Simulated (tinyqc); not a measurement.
# Changing the total dopant density N

Model: dopants and charged point defects at anneal temperature: Fermi-level effect, clustering and pairing. Computed by tinyqc, a small Python program. Command: `OMP_NUM_THREADS=1 python tinyqc.py 3012891 3012892 out.jsonl pairing sweep`. One thread of a shared host (Intel(R) Xeon(R) Processor @ 2.30GHz), about 0.03 s of CPU time with the checks.

Boltzmann statistics and full ionisation of active dopants. Energies are counted from the valence band; the defect (a vacancy or self-interstitial) has five charge states, with all degeneracy factors one.

Inputs (values chosen for the exercise, with bands modelled on germanium):

| quantity | value | unit |
|---|---|---|
| gap at 0 K E_g0 | 0.757 | eV |
| Varshni alpha | 0.000469 | eV/K |
| Varshni beta | 235 | K |
| electron mass m_e | 0.217 | m_0 |
| valleys M_c | 4 | - |
| hole mass m_h | 0.344 | m_0 |
| anneal temperature T | 740 | K |
| formation enthalpy of the neutral defect H_f | 2.06 | eV |
| formation entropy S_f | 2.1 | k_B |
| site density N_s | 2.9e+22 | cm^-3 |
| intrinsic dopant diffusivity D_i | 4.5e-14 | cm^2/s |
| anneal time t | 30 | s |
| dopant atoms per cluster k | 3 | - |
| cluster binding energy E_b | 1.4 | eV |

Dopant: acceptor. Second part: clustering of the dopant.

defect levels as fractions of E_g(T): (2+/+), (+/0), (0/-), (-/2-): 0.18  0.093  0.45  0.78

Constants: m_0 = 9.1093837015e-31 kg; k_B = 1.380649e-23 J/K; h = 6.62607015e-34 J s; k_B = 8.617333262e-05 eV/K.

Method:
- E_g = E_g0 - alpha T^2/(T + beta).
- N_c = 2 M_c (2 pi m_e k_B T/h^2)^(3/2) and N_v = 2 (2 pi m_h k_B T/h^2)^(3/2), masses in units of m_0.
- n_i = sqrt(N_c N_v) exp(-E_g/2 k_B T); E_i = E_g/2 + (k_B T/2) ln(N_v/N_c).
- p = A/2 + sqrt(A^2/4 + n_i^2) for an active density A.
- k ionised dopants and k carriers form one neutral cluster: C = N_s (A/N_s)^k (p/N_b)^k exp(E_b/k_B T), N_b the effective density of states of the majority band, and N = A + k C (60 bisections in ln A between ln N - 90 and ln N).
- chi = n/n_i (for acceptors n_i/p); E_F = E_i + k_B T ln chi; field enhancement h = 1 + A/sqrt(A^2 + 4 n_i^2).
- C_0 = N_s exp(S_f/k_B) exp(-H_f/k_B T). Ratios to the neutral state at E_F = E_i: r_+ = exp((E(+/0) - E_i)/k_B T), r_2+ = r_+ exp((E(2+/+) - E_i)/k_B T), r_- = exp((E_i - E(0/-))/k_B T), r_2- = r_- exp((E_i - E(-/2-))/k_B T); at other E_F state q scales as chi^(-q). The enhancement is sum r_q chi^(-q)/sum r_q. The charge on the defects is left out of neutrality.
- If every charge state of the defect carries the dopant equally well, D = D_i x enhancement x h x (active share A/N, a rough stand-in that overstates the dA/dN which immobile clusters call for), D_i being an input held fixed when T or H_f is moved; diffusion length 2 sqrt(D t).

One run for each value:

| total dopant density N (cm^-3) | active density A (cm^-3) | enhancement over intrinsic | D/D_i | E_F (eV) | mean charge (e) |
|---|---|---|---|---|---|
| 1.00e+17 | 1.0000e+17 | 0.9578 | 1.0402 | 0.21913 | -0.4823 |
| 3.00e+17 | 2.9998e+17 | 0.8876 | 1.1102 | 0.20829 | -0.4129 |
| 9.00e+17 | 8.9806e+17 | 0.7680 | 1.2360 | 0.17914 | -0.2175 |
| 3.00e+18 | 2.5198e+18 | 0.7570 | 1.2135 | 0.12773 | 0.2066 |
| 8.00e+18 | 3.6799e+18 | 0.8494 | 0.7634 | 0.10518 | 0.4521 |
| 2.00e+19 | 4.5685e+18 | 0.9490 | 0.4269 | 0.09191 | 0.6153 |
| 7.00e+19 | 5.8108e+18 | 1.1215 | 0.1844 | 0.07695 | 0.8099 |
| 2.00e+20 | 6.9915e+18 | 1.3178 | 0.0915 | 0.06535 | 0.9629 |
| 7.00e+20 | 8.6583e+18 | 1.6454 | 0.0405 | 0.05186 | 1.1350 |
| 2.00e+21 | 1.0333e+19 | 2.0320 | 0.0209 | 0.04067 | 1.2680 |

Over the rows, active density A (cm^-3) rises from 1.00e17 to 1.03e19 (exponent d ln y / d ln x 1.00 between the first rows and 0.17 between the last); enhancement over intrinsic goes from 0.958 through a minimum among these rows, 0.757 at 3.00e18, to 2.03; D/D_i goes from 1.04 through a maximum among these rows, 1.24 at 9.00e17, to 0.0209. At the low end the exponent of active density A is 1.00, close to 1: no clustering. Once clusters hold most of the dopant and A exceeds n_i, the exponent of A tends to 1/(2k) = 0.167; between the last rows it is 0.168.

Extremes, crossings and ranges named in words are read from the listed rows.
